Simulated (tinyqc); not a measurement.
Inside a calculation. Method: FCI on RHF in the 6-31g basis, for H2, spin multiplicity 1. Computed by tinyqc, a small Python program that keeps every step (integrals from PySCF). Settings: charge = 0, multiplicity = 1, basis = 6-31g, method = RHF, energy threshold = 1e-10, iteration cap = 89, orthogonalisation = symmetric, start = core, DIIS depth = 6, ci = FCI, davidson = 1. Command: `OMP_NUM_THREADS=1 python tinyqc.py 21479 21480 out.jsonl` (the two numbers bound the seeds that draw the settings). One thread of a shared host (Intel(R) Xeon(R) Processor @ 2.60GHz), about 0.1 s of CPU time with the checks. The early iterations of the SCF are left out here.

## One-electron integrals

Geometry (angstrom):
```
atom         x         y         z
H     0.000000  0.000000  0.000000
H     0.000000  0.000000  0.878000
```

Basis 6-31g: exponents (1/bohr^2) and contraction coefficients of normalised primitives:
```
element  l (shell)   exponent  coefficient
H            s (1)  18.731137     0.033495
H            s (1)   2.825394     0.234727
H            s (1)   0.640122     0.813757
H            s (2)   0.161278     1.000000
```

Overlap, kinetic and nuclear-attraction integrals over the contracted functions; the nuclear repulsion is the sum of Za Zb / Rab.

nuclear repulsion = 0.60270753 hartree

overlap S, order 1H 1s, 1H 2s, 2H 1s, 2H 2s:
$$\begin{pmatrix}
1.000000 & 0.658292 & 0.339722 & 0.458429 \\
0.658292 & 1.000000 & 0.458429 & 0.800924 \\
0.339722 & 0.458429 & 1.000000 & 0.658292 \\
0.458429 & 0.800924 & 0.658292 & 1.000000
\end{pmatrix}$$

kinetic energy T (hartree), order 1H 1s, 1H 2s, 2H 1s, 2H 2s:
$$\begin{pmatrix}
1.395678 & 0.259735 & 0.104396 & 0.136970 \\
0.259735 & 0.241917 & 0.136970 & 0.165082 \\
0.104396 & 0.136970 & 1.395678 & 0.259735 \\
0.136970 & 0.165082 & 0.259735 & 0.241917
\end{pmatrix}$$

nuclear attraction V (hartree), order 1H 1s, 1H 2s, 2H 1s, 2H 2s:
$$\begin{pmatrix}
-2.252770 & -1.126501 & -0.717368 & -0.812293 \\
-1.126501 & -1.133473 & -0.812293 & -0.955389 \\
-0.717368 & -0.812293 & -2.252770 & -1.126501 \\
-0.812293 & -0.955389 & -1.126501 & -1.133473
\end{pmatrix}$$

core Hamiltonian H = T + V (hartree), order 1H 1s, 1H 2s, 2H 1s, 2H 2s:
$$\begin{pmatrix}
-0.857092 & -0.866766 & -0.612972 & -0.675323 \\
-0.866766 & -0.891556 & -0.675323 & -0.790306 \\
-0.612972 & -0.675323 & -0.857092 & -0.866766 \\
-0.675323 & -0.790306 & -0.866766 & -0.891556
\end{pmatrix}$$

## Two-electron integrals

Functions are numbered as in S; the eight-fold symmetry (ij|kl) = (ji|kl) = (kl|ij) leaves the list below.

Two-electron integrals (ij|kl) in chemists' order, unique and non-zero (hartree):
```
(11|11) 1.076566   (21|11) 0.578470   (21|21) 0.329423   (22|11) 0.587396
(22|21) 0.361304   (22|22) 0.453150   (31|11) 0.289105   (31|21) 0.166580
(31|22) 0.185147   (31|31) 0.109236   (32|11) 0.287664   (32|21) 0.176891
(32|22) 0.219022   (32|31) 0.123486   (32|32) 0.158690   (33|11) 0.580879
(33|21) 0.366136   (33|22) 0.468702   (33|31) 0.289105   (33|32) 0.394547
(33|33) 1.076566   (41|11) 0.394547   (41|21) 0.225765   (41|22) 0.249503
(41|31) 0.123486   (41|32) 0.134428   (41|33) 0.287664   (41|41) 0.158690
(42|11) 0.442687   (42|21) 0.274345   (42|22) 0.349947   (42|31) 0.157127
(42|32) 0.196851   (42|33) 0.442687   (42|41) 0.196851   (42|42) 0.290687
(43|11) 0.366136   (43|21) 0.229686   (43|22) 0.295895   (43|31) 0.166580
(43|32) 0.225765   (43|33) 0.578470   (43|41) 0.176891   (43|42) 0.274345
(43|43) 0.329423   (44|11) 0.468702   (44|21) 0.295895   (44|22) 0.394152
(44|31) 0.185147   (44|32) 0.249503   (44|33) 0.587396   (44|41) 0.219022
(44|42) 0.349947   (44|43) 0.361304   (44|44) 0.453150
```

## Orthogonalisation

S = U s U^T; symmetric (Loewdin) form X = U s^(-1/2) U^T, so that X^T S X = 1.

eigenvalues of S: [0.124518, 0.430041, 0.734836, 2.710605]

X, order 1H 1s, 1H 2s, 2H 1s, 2H 2s:
$$\begin{pmatrix}
1.264584 & -0.497647 & -0.105657 & 0.048364 \\
-0.497647 & 1.801793 & 0.048364 & -0.828418 \\
-0.105657 & 0.048364 & 1.264584 & -0.497647 \\
0.048364 & -0.828418 & -0.497647 & 1.801793
\end{pmatrix}$$

## Starting guess

The start is the orbitals of the core Hamiltonian; D = 2 C_occ C_occ^T.

D at the start, order 1H 1s, 1H 2s, 2H 1s, 2H 2s:
$$\begin{pmatrix}
0.343137 & 0.172216 & 0.343137 & 0.172216 \\
0.172216 & 0.086433 & 0.172216 & 0.086433 \\
0.343137 & 0.172216 & 0.343137 & 0.172216 \\
0.172216 & 0.086433 & 0.172216 & 0.086433
\end{pmatrix}$$

## Iteration 9 (converged): orbitals

converged F (hartree), order 1H 1s, 1H 2s, 2H 1s, 2H 2s:
$$\begin{pmatrix}
0.039071 & -0.463198 & -0.481891 & -0.462770 \\
-0.463198 & -0.327551 & -0.462770 & -0.371783 \\
-0.481891 & -0.462770 & 0.039071 & -0.463198 \\
-0.462770 & -0.371783 & -0.463198 & -0.327551
\end{pmatrix}$$

Diagonalise F' = X^T F X, C = X C', fill 1 alpha and 1 beta electrons from the bottom; D = 2 C_occ C_occ^T. Each column has its largest component positive (the first on a tie).

F' = X^T F X (hartree):
$$\begin{pmatrix}
0.610161 & -0.575011 & -0.381804 & -0.120053 \\
-0.575011 & 0.260227 & -0.120053 & -0.202313 \\
-0.381804 & -0.120053 & 0.610161 & -0.575011 \\
-0.120053 & -0.202313 & -0.575011 & 0.260227
\end{pmatrix}$$

orbital energies (hartree): MO1 -0.557134, MO2 0.200888, MO3 0.843405, MO4 1.253617

coefficients C, order 1H 1s, 1H 2s, 2H 1s, 2H 2s:
$$\begin{pmatrix}
0.305142 & 0.148357 & 0.824240 & -1.032392 \\
0.304923 & 1.419747 & -0.694031 & 1.261898 \\
0.305142 & -0.148357 & 0.824240 & 1.032392 \\
0.304923 & -1.419747 & -0.694031 & -1.261898
\end{pmatrix}$$

D after iteration 9, order 1H 1s, 1H 2s, 2H 1s, 2H 2s:
$$\begin{pmatrix}
0.186223 & 0.186089 & 0.186223 & 0.186089 \\
0.186089 & 0.185956 & 0.186089 & 0.185956 \\
0.186223 & 0.186089 & 0.186223 & 0.186089 \\
0.186089 & 0.185956 & 0.186089 & 0.185956
\end{pmatrix}$$

## Convergence

Stop when the energy changes by less than 1e-10 hartree and every element of the error matrix X^T (F D S - S D F) X is below 3e-06.

Course of the cycle:
```
iteration  E (hartree)     change  largest element of the error matrix
1          -1.07149451          -                             1.57e-01
2          -1.11381572  -4.23e-02                             2.50e-02
3          -1.11487196  -1.06e-03                             1.40e-04
4          -1.11487198  -2.76e-08                             5.67e-05
5          -1.11487199  -3.29e-09                             3.55e-05
6          -1.11487199  -9.99e-10                             2.58e-05
7          -1.11487199  -4.30e-10                             2.03e-05
8          -1.11487199  -6.94e-10                             4.00e-08
9          -1.11487199  -2.22e-15                             7.59e-11
```

PySCF RHF in the same basis = -1.11487199 hartree

Converged in 9 iterations.

## Populations, bond orders and dipole

Mulliken: Z minus the diagonal of D S on the atom; Loewdin: the same with S^(1/2) D S^(1/2); Mayer order: 2 sum_s sum (D(s) S)_ij (D(s) S)_ji over the two atoms.

Charges (e):
```
atom  Mulliken  Loewdin
1H           0        0
2H           0        0
```

Mayer bond orders:
```
pair     order
2-1   1.000000
```

dipole moment about the origin, x y z (debye): [0.000000, 0.000000, 0.000000]

## Integrals over molecular orbitals

(pq|rs) = sum C_ip C_jq C_kr C_ls (ij|kl), one index at a time.

one-electron integrals over orbitals h = C^T H C (hartree):
$$\begin{pmatrix}
-1.160445 & 0.000000 & -0.149606 & 0.000000 \\
0.000000 & -0.580217 & 0.000000 & 0.201516 \\
-0.149606 & 0.000000 & -0.089081 & 0.000000 \\
0.000000 & 0.201516 & 0.000000 & 0.154789
\end{pmatrix}$$

Two-electron integrals over orbitals (pq|rs), unique and non-zero (hartree):
```
(11|11) 0.603311    (21|21) 0.094730    (22|11) 0.437917    (22|22) 0.393403
(31|11) 0.149606    (31|22) 0.059780    (31|31) 0.101653    (32|21) -0.005689
(32|32) 0.034500    (33|11) 0.517069    (33|22) 0.391442    (33|31) 0.119543
(33|33) 0.467848    (41|21) -0.081049   (41|32) -0.036479   (41|41) 0.123145
(42|11) -0.141282   (42|22) -0.063942   (42|31) -0.078487   (42|33) -0.109345
(42|42) 0.076083    (43|21) -0.102646   (43|32) -0.018734   (43|41) 0.125824
(43|43) 0.151855    (44|11) 0.610987    (44|22) 0.446404    (44|31) 0.185517
(44|33) 0.541530    (44|42) -0.166716   (44|44) 0.680363
```

## FCI: determinants and Hamiltonian

Hartree-Fock energy = -1.11487199 hartree

Slater-Condon rules over spin orbitals, with the nuclear repulsion added and E(HF) subtracted on the diagonal.

Occupation strings over the orbitals (2 doubly, a alpha, b beta, 0 empty; spin orbitals ordered 1a 1b 2a 2b ...): 2000 ab00 a0b0 a00b ba00 b0a0 b00a 0200 0ab0 0a0b 0ba0 0020 00ab 0b0a 00ba 0002

H - E(HF) between determinants (hartree):
```
           2000       ab00       a0b0       a00b       ba00       b0a0       b00a       0200
2000   0.000000   0.000000   0.000000   0.000000   0.000000   0.000000   0.000000   0.094730
ab00   0.000000   0.414835   0.000000   0.060233  -0.094730   0.000000   0.081049   0.000000
a0b0   0.000000   0.000000   0.985123   0.000000   0.000000  -0.101653   0.000000  -0.005689
a00b   0.000000   0.060233   0.000000   1.322910   0.081049   0.000000  -0.123145   0.000000
ba00   0.000000  -0.094730   0.000000   0.081049   0.414835   0.000000   0.060233   0.000000
b0a0   0.000000   0.000000  -0.101653   0.000000   0.000000   0.985123   0.000000   0.005689
b00a   0.000000   0.081049   0.000000  -0.123145   0.060233   0.000000   1.322910   0.000000
0200   0.094730   0.000000  -0.005689   0.000000   0.000000   0.005689   0.000000   0.950549
0ab0   0.000000  -0.005689   0.000000  -0.102646   0.089826   0.000000   0.078487   0.000000
0a0b  -0.081049   0.000000  -0.102646   0.000000   0.000000   0.036479   0.000000   0.137574
0ba0   0.000000   0.089826   0.000000   0.078487  -0.005689   0.000000  -0.102646   0.000000
0020   0.101653   0.000000  -0.030063   0.000000   0.000000   0.030063   0.000000   0.034500
00ab   0.000000  -0.078487   0.000000   0.035911   0.036479   0.000000  -0.125824   0.000000
0b0a   0.081049   0.000000   0.036479   0.000000   0.000000  -0.102646   0.000000  -0.137574
00ba   0.000000   0.036479   0.000000  -0.125824  -0.078487   0.000000   0.035911   0.000000
0002   0.123145   0.000000   0.125824   0.000000   0.000000  -0.125824   0.000000   0.076083

           0ab0       0a0b       0ba0       0020       00ab       0b0a       00ba       0002
2000   0.000000  -0.081049   0.000000   0.101653   0.000000   0.081049   0.000000   0.123145
ab00  -0.005689   0.000000   0.089826   0.000000  -0.078487   0.000000   0.036479   0.000000
a0b0   0.000000  -0.102646   0.000000  -0.030063   0.000000   0.036479   0.000000   0.125824
a00b  -0.102646   0.000000   0.078487   0.000000   0.035911   0.000000  -0.125824   0.000000
ba00   0.089826   0.000000  -0.005689   0.000000   0.036479   0.000000  -0.078487   0.000000
b0a0   0.000000   0.036479   0.000000   0.030063   0.000000  -0.102646   0.000000  -0.125824
b00a   0.078487   0.000000  -0.102646   0.000000  -0.125824   0.000000   0.035911   0.000000
0200   0.000000   0.137574   0.000000   0.034500   0.000000  -0.137574   0.000000   0.076083
0ab0   1.439724   0.000000  -0.034500   0.000000  -0.018734   0.000000  -0.092171   0.000000
0a0b   0.000000   1.738555   0.000000  -0.018734   0.000000  -0.076083   0.000000   0.034800
0ba0  -0.034500   0.000000   1.439724   0.000000  -0.092171   0.000000  -0.018734   0.000000
0020   0.000000  -0.018734   0.000000   2.007266   0.000000   0.018734   0.000000   0.151855
00ab  -0.018734   0.000000  -0.092171   0.000000   2.324818   0.000000  -0.151855   0.000000
0b0a   0.000000  -0.076083   0.000000   0.018734   0.000000   1.738555   0.000000  -0.034800
00ba  -0.092171   0.000000  -0.018734   0.000000  -0.151855   0.000000   2.324818   0.000000
0002   0.000000   0.034800   0.000000   0.151855   0.000000  -0.034800   0.000000   2.707520
```

## FCI: roots

Diagonalise (each vector has its largest component positive (the first on a tie)); all determinants have Ms = 0, so triplets appear too. The lowest singlet root is the correlation energy.

lowest roots of this matrix, relative to E(HF) (hartree): [-0.028309, 0.291007, 0.493461, 0.877890, 0.916537, 1.040039, 1.209909, 1.260080]

lowest vectors, order 2000, ab00, a0b0, a00b, ba00, b0a0, b00a, 0200, 0ab0, 0a0b, 0ba0, 0020, 00ab, 0b0a, 00ba, 0002:
$$\begin{pmatrix}
0.989724 & 0.000000 & 0.000000 & 0.000000 \\
0.000000 & 0.696506 & 0.702354 & 0.000000 \\
0.009514 & 0.000000 & 0.000000 & 0.704606 \\
0.000000 & -0.109020 & 0.022463 & 0.000000 \\
0.000000 & 0.696506 & -0.702354 & 0.000000 \\
-0.009514 & 0.000000 & 0.000000 & 0.704606 \\
0.000000 & -0.109020 & -0.022463 & 0.000000 \\
-0.105676 & 0.000000 & 0.000000 & 0.000000 \\
0.000000 & -0.054248 & 0.069832 & 0.000000 \\
0.052475 & 0.000000 & 0.000000 & 0.059422 \\
0.000000 & -0.054248 & -0.069832 & 0.000000 \\
-0.043297 & 0.000000 & 0.000000 & 0.000000 \\
0.000000 & 0.007142 & 0.036297 & 0.000000 \\
-0.052475 & 0.000000 & 0.000000 & 0.059422 \\
0.000000 & 0.007142 & -0.036297 & 0.000000 \\
-0.041418 & 0.000000 & 0.000000 & 0.000000
\end{pmatrix}$$

<S^2> of these roots: [0.000000, 2.000000, 0.000000, 2.000000, 0.000000, 0.000000, 2.000000, 0.000000]

weight of the ground state by excitation level 0, 1, 2, ...: [0.979554, 0.000181, 0.020265]

## The lowest root by the Davidson method

Start from the reference; add the residual divided by (theta - H_ii), orthogonalised, at each step.

Davidson iterations:
```
iteration  subspace  lowest Ritz value (hartree)  residual norm
1                 1                            0       2.18e-01
2                 2                  -0.02782688       2.76e-02
3                 3                  -0.02830556       2.67e-03
4                 4                  -0.02830919       2.06e-04
5                 5                  -0.02830921       2.53e-05
6                 6                  -0.02830921       5.88e-17
```
